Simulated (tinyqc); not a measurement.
Comparisons within one model: Shockley-Read-Hall recombination through one deep level. A value that a table varies takes the place of the one given here.

One level at Et with degeneracy 1: tn = 1/(sn vth Nt), tp = 1/(sp_ vth Nt), n1 = Nc exp((Et - Eg)/kT), p1 = Nv exp(-Et/kT), ni^2 = n1 p1. Equilibrium n0 = Nm, p0 = ni^2/Nm; n = n0 + dn, p = p0 + dn. U = (n p - ni^2)/(tp (n + n1) + tn (p + p1)), lifetime dn/U; emission rates en = sn vth n1, ep = sp_ vth p1.

Constants: kB = 8.617333262e-05 eV/K.

Inputs chosen for the exercise (gap and densities of states near those of Si at this temperature; not measured data): E1 = 0.23 eV (level (+1/0) above Ev); E2 = 0.603 eV (level (0/-1) above Ev); gm = 1 (degeneracy of the middle state, the others 1); T = 300 K; Eg = 1.118 eV (gap); Nc = 2.73e+19 1/cm^3 (conduction-band density of states); Nv = 1.13e+19 1/cm^3 (valence-band density of states); Nd = 2.3e+13 1/cm^3 (ionised shallow donors minus acceptors); Et = 0.603 eV (recombination level above Ev); Nt = 5.8e+13 1/cm^3 (defects); sn = 1.5e-14 cm^2 (electron capture cross-section); sp_ = 1.3e-14 cm^2 (hole capture cross-section); vth = 14000000 cm/s (thermal velocity, both carriers); Nm = 4.7e+15 1/cm^3 (equilibrium electrons for the lifetime steps); dn = 6.4e+12 1/cm^3 (excess pairs).

## Charge state against the Fermi level (deep level with several charge states)

Energies from Ev. The defect has charge states +1, 0, -1 with weights 1, gm exp((EF - E1)/kT), exp((2 EF - E1 - E2)/kT); the shares are the weights over their sum. Boltzmann carriers: n = Nc exp((EF - Eg)/kT), p = Nv exp(-EF/kT). Neutrality: p - n + Nd + Nt <q> = 0.

Shares:

| EF (eV) | +1 | 0 | -1 | <q> |
|---|---|---|---|---|
| 0.067 | 0.998 | 0.002 | 0.000 | 0.998 |
| 0.157 | 0.944 | 0.056 | 0.000 | 0.944 |
| 0.246 | 0.350 | 0.650 | 0.000 | 0.350 |
| 0.335 | 0.017 | 0.983 | 0.000 | 0.017 |
| 0.425 | 0.001 | 0.998 | 0.001 | 0.000 |
| 0.514 | 0.000 | 0.969 | 0.031 | -0.031 |
| 0.604 | 0.000 | 0.490 | 0.510 | -0.510 |
| 0.693 | 0.000 | 0.030 | 0.970 | -0.970 |
| 0.783 | 0.000 | 0.001 | 0.999 | -0.999 |
| 0.872 | 0.000 | 0.000 | 1.000 | -1.000 |
| 0.961 | 0.000 | 0.000 | 1.000 | -1.000 |
| 1.051 | 0.000 | 0.000 | 1.000 | -1.000 |

Where the levels are several kT apart the middle state rules between about E1 - kT ln gm = 0.230 and E2 + kT ln gm = 0.603 eV; its largest share listed is 0.998. Each step spreads from 10 % to 90 % over 4.4 kT = 0.114 eV.

## Defects against doping (deep level with several charge states)

Nt takes the listed multiples of |Nd|; the resistivity uses mobilities of 1000 (electrons) and 300 (holes) cm^2/(V s), chosen for the exercise, and e = 1.602176634e-19 C.

Neutral state:

| Nt/\|Nd\| | EF (eV) | n (1/cm^3) | p (1/cm^3) | rho (ohm cm) |
|---|---|---|---|---|
| 0.01 | 0.7562 | 2.28e+13 | 2.24e+06 | 274 |
| 0.10 | 0.7537 | 2.07e+13 | 2.46e+06 | 301 |
| 0.30 | 0.7472 | 1.61e+13 | 3.16e+06 | 387 |
| 0.60 | 0.7330 | 9.29e+12 | 5.49e+06 | 672 |
| 0.90 | 0.7015 | 2.75e+12 | 1.86e+07 | 2.27e+03 |
| 1.10 | 0.6570 | 4.91e+11 | 1.04e+08 | 1.27e+04 |
| 1.50 | 0.6205 | 1.20e+11 | 4.25e+08 | 5.20e+04 |
| 3.00 | 0.5850 | 3.04e+10 | 1.68e+09 | 2.02e+05 |
| 10.00 | 0.5462 | 6.77e+09 | 7.54e+09 | 6.91e+05 |

EF goes from 0.756 to 0.546 eV and the resistivity from 274 to 6.91e+05 ohm cm, with a largest value of 6.91e+05. The largest move of EF, -0.045 eV, comes between Nt/|Nd| = 0.9 and 1.1; the levels lie at 0.23 and 0.603 eV. A defect can take up to one carrier of either sign, so the doping can be cancelled no earlier than Nt = |Nd|, there only if EF lies well beyond the level that takes the carriers and otherwise at larger Nt (mean charge -0.10 in the last row). The type changes along the table.

## Lifetime against injection

Recombination:

| dn (1/cm^3) | lifetime (microsecond) | U (1/(cm^3 s)) |
|---|---|---|
| 1.0e+11 | 0.09474 | 1.06e+18 |
| 1.0e+12 | 0.09475 | 1.06e+19 |
| 1.0e+13 | 0.09491 | 1.05e+20 |
| 1.0e+14 | 0.09644 | 1.04e+21 |
| 1.0e+15 | 0.1091 | 9.16e+21 |
| 1.0e+16 | 0.1506 | 6.64e+22 |
| 1.0e+17 | 0.1731 | 5.78e+23 |
| 1.0e+18 | 0.1765 | 5.67e+24 |

The lifetime rises from 0.09474 to 0.1765 microsecond; tn + tp = 0.1768. At low injection it is tp (1 + n1/n0) + tn p1/n0 with n1/Nm = 1.3e-05 and p1/Nm = 1.8e-07: re-emission is negligible, so minority capture alone counts. Auger and radiative paths are left out; they cut in at the highest injections, and in a doped direct-gap crystal the radiative one counts at all injections. dn = dp neglects trapped charge, which matters where the traps hold a charge comparable with dn, at low injection and with very unequal cross sections.

## Where a level does most harm

Et takes the values listed; G = Nt en ep/(en + ep) in a depleted region; the lifetime is for dn = 1e11 1/cm^3.

Results:

| Et (eV) | lifetime (microsecond) | G (1/(cm^3 s)) |
|---|---|---|
| 0.067 | 14.9 | 7.34e+08 |
| 0.157 | 0.550 | 2.39e+10 |
| 0.246 | 0.109 | 7.46e+11 |
| 0.335 | 0.0952 | 2.33e+13 |
| 0.425 | 0.0947 | 7.58e+14 |
| 0.514 | 0.0947 | 2.18e+16 |
| 0.604 | 0.0947 | 8.42e+15 |
| 0.693 | 0.0948 | 2.72e+14 |
| 0.783 | 0.0960 | 8.37e+12 |
| 0.872 | 0.135 | 2.68e+11 |
| 0.961 | 1.36 | 8.56e+09 |
| 1.051 | 41.3 | 2.63e+08 |

Generation peaks where en = ep, at Eg/2 + (kT/2) ln(sp_ Nv/(sn Nc)) = 0.546 eV; the largest value listed is at 0.514 eV, and G falls by a decade for each 0.060 eV away from the peak. The lifetime is within a factor 2 of its minimum, 0.0947 microsecond, from 0.246 to 0.872 eV: recombination tolerates a wide range of Et, generation a narrow one.

## What moves lifetime and leakage

G = Nt en ep/(en + ep). Each row changes one parameter from the base and keeps the others.

Results:

| case | lifetime (microsecond) | G (1/(cm^3 s)) |
|---|---|---|
| base | 0.09485 | 8.74e+15 |
| Et = 0.643 eV | 0.09485 | 1.88e+15 |
| sn = 3e-14 cm^2 | 0.09479 | 8.79e+15 |
| sp_ = 2.6e-14 cm^2 | 0.04748 | 1.73e+16 |
| Nt = 2.9e+13 1/cm^3 | 0.1897 | 4.37e+15 |
| Nm = 1.41e+16 1/cm^3 | 0.09477 | 8.74e+15 |
| dn = 1.92e+13 1/cm^3 | 0.09507 | 8.74e+15 |

The largest shifts from the base row, up to three for each result and ties (the steps differ in size, so this ranks the rows, not the parameters). lifetime (microsecond): Nt +0.0948, sp_ -0.0474, dn +0.000222; unchanged at the printed digits by Et. G (1/(cm^3 s)): sp_ +8.54e+15, Et -6.86e+15, Nt -4.37e+15; unchanged at the printed digits by Nm and dn.

Computed by tinyqc, a small Python program: `OMP_NUM_THREADS=1 python tinyqc.py 1650735 1650736 out.jsonl` (the numbers bound the seed that draws the inputs); one thread of a shared host (Intel(R) Xeon(R) Processor @ 2.30GHz), about 0.01 s for the whole set of steps.
